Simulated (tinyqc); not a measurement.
## Transfer length from front and end resistance

Inverse problem. A contact of length d and width W has Rc = (Rsh Lt/W) coth(d/Lt) and Re = (Rsh Lt/W)/sinh(d/Lt), with Rsh the sheet resistance under the metal and Lt = sqrt(rc/Rsh). Find Lt, Rsh and rc.

Inputs (values chosen for the exercise):

| symbol | value | unit | meaning |
|---|---|---|---|
| d | 0.13 | um | contact length |
| W | 12 | um | contact width |

Rc = 8.4360983 ohm
Re = 7.3258279 ohm

Solution. Rc/Re = cosh(d/Lt) gives Lt, and Re then gives Rsh.

Lt = 0.239 um
Rsh = 210 ohm/sq
rc = 1.20e-7 ohm cm^2

Program tinyqc, `OMP_NUM_THREADS=1 python tinyqc.py 2760032 2760033 out.jsonl`; Intel Xeon 2.30GHz, shared host, one thread, about 0.01 s.
